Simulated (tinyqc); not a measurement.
From results back to parameters: carrier statistics of a doped semiconductor with parabolic bands. Three cases, with inputs chosen for the exercise.

Problem. With Boltzmann statistics and no minority carriers, p (p + ND)/(NA - ND - p) = K(T) = (N(T)/4) exp(-E/kB T), E the ionisation energy of the majority dopant and N = 2 (m kB T/(4 pi c))^(3/2) with c = hbar^2/2m0, in 1/angstrom^3; times 1e24 for 1/cm^3, m = m_d. E = EA is known; the two densities were computed from hidden NA and ND.

Constants: hbar^2/2m0 = 3.80998211 eV angstrom^2; kB = 8.617333262e-05 eV/K.

Case 1.

Values chosen (near those of Si; the results hold for these values, not for the real material): EA = 0.0457 eV (acceptor level above Ev); m_d = 0.593 m0 (density-of-states mass of the majority band); Ta = 71 K; Tb = 162 K.

p(Ta) = 1.714610e+15 1/cm^3
p(Tb) = 7.120045e+16 1/cm^3

Case 2.

Values chosen (near those of GaN; the results hold for these values, not for the real material): EA = 0.174 eV (acceptor level above Ev); m_d = 1.425 m0 (density-of-states mass of the majority band); Ta = 213 K; Tb = 373 K.

p(Ta) = 3.772781e+15 1/cm^3
p(Tb) = 9.840241e+16 1/cm^3

Case 3.

Values chosen (near those of Si; the results hold for these values, not for the real material): EA = 0.0449 eV (acceptor level above Ev); m_d = 0.595 m0 (density-of-states mass of the majority band); Ta = 64 K; Tb = 134 K.

p(Ta) = 7.746116e+13 1/cm^3
p(Tb) = 1.616081e+16 1/cm^3

Find: K(Ta), K(Tb); NA; ND.

Solution. Each temperature gives one linear equation, K NA - (K + p) ND = p^2 + K p; solve the pair.

Case 1.

K(Ta), K(Tb) (1/cm^3): 1.881e+14  4.305e+16

NA = 2.50e+17 1/cm^3
ND = 2.30e+16 1/cm^3

Case 2.

K(Ta), K(Tb) (1/cm^3): 4.877e+14  6.594e+16

NA = 3.30e+17 1/cm^3
ND = 3.40e+16 1/cm^3

Case 3.

K(Ta), K(Tb) (1/cm^3): 8.263e+13  1.760e+16

NA = 3.10e+18 1/cm^3
ND = 1.60e+18 1/cm^3

Computed by tinyqc, one run a case: `OMP_NUM_THREADS=1 python tinyqc.py N N+1 out.jsonl` with N = 1650823, 1651063, 1651148; one thread of a shared Intel(R) Xeon(R) Processor @ 2.30GHz, about 0.01 s a run at most.
